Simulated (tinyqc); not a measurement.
Zero-field barrier from two thresholds.

Problem. The photoemission threshold over an interface barrier is Phi = P0 - sqrt(q F/(4 pi eps0 ei)). Find P0 and ei.

Constants: q = 1.602176634e-19 C, eps0 = 8.8541878128e-14 F/cm where lengths are in cm. Results are converted to the units shown.

thresholds at F = 0.8 and 4.4 MV/cm (eV): 1.3592258  1.1294989

Solution. Phi is linear in sqrt(F): the intercept is P0 and the slope gives ei.

P0 = 1.53 eV
ei = 3.95

Program tinyqc, `OMP_NUM_THREADS=1 python tinyqc.py 2410083 2410084 out.jsonl`; Intel Xeon 2.30GHz, shared host, one thread, about 0.01 s.
